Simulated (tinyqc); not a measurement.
Wannier functions of a composite (isolated) pair of valence bands (bonds of an sp chain): one step. H at one mesh point. Two cases, with inputs chosen for the exercise.

Task: Fill in the matrix.

Each atom has a hybrid pointing left (<) and right (>). H(k): diagonal +V3 on A, -V3 on B; <A<|A>> = -V1a, <B<|B>> = -V1b, <A>|B<> = -V2, <B>|A<> = -V2p exp(ik); k in 1/a, Bloch sums with exp(ikR). The two lowest bands are filled. Trial functions in cell 0: g1 = cos(c) A> + sin(c) B<, and g2 = sin(c) B> + cos(c) A< of cell 1, whose Bloch vector has cos(c) exp(-ik) on A<. Projection A_mn = <psi_m|g_n>, S = A^+ A, Loewdin U = A S^(-1/2), Bloch-like states w_n = sum_m psi_m U_mn, H_W(k) = U^+ diag(E) U. P = sum_m |psi_m><psi_m| is free of phase choices, and S = g^+ P g, w = P g S^(-1/2).

Case 1.

Values chosen: V2 = 3.62 eV (coupling in the bond A-B inside the cell); V2p = 3.88 eV (coupling in the bond to the next cell); V1a = 0.93 eV (coupling of the two hybrids on A); V1b = 1.56 eV (the same on B); V3 = 1.55 eV (A at +V3, B at -V3); j = 5 (mesh point, k = 2 pi j/N); N = 6 (k points).

Case 2.

Values chosen: V2 = 4.05 eV (coupling in the bond A-B inside the cell); V2p = 4.65 eV (coupling in the bond to the next cell); V1a = 1.61 eV (coupling of the two hybrids on A); V1b = 1.69 eV (the same on B); V3 = 1.68 eV (A at +V3, B at -V3); j = 3 (mesh point, k = 2 pi j/N); N = 4 (k points).

Give: H(k).

Result:

Case 1.

H(k) (eV):
```
                 A<       A>       B<               B>
A<           1.5500  -0.9300        0  -1.9400-3.3602i
A>          -0.9300   1.5500  -3.6200                0
B<                0  -3.6200  -1.5500          -1.5600
B>  -1.9400+3.3602i        0  -1.5600          -1.5500
```

Case 2.

H(k) (eV):
```
         A<       A>       B<        B>
A<   1.6800  -1.6100        0  -4.6500i
A>  -1.6100   1.6800  -4.0500         0
B<        0  -4.0500  -1.6800   -1.6900
B>  4.6500i        0  -1.6900   -1.6800
```

Computed by tinyqc, one run a case: `OMP_NUM_THREADS=1 python tinyqc.py N N+1 out.jsonl` with N = 1450338, 1450393; one thread of a shared Intel(R) Xeon(R) Processor @ 2.30GHz, about 0.2 s a run at most.
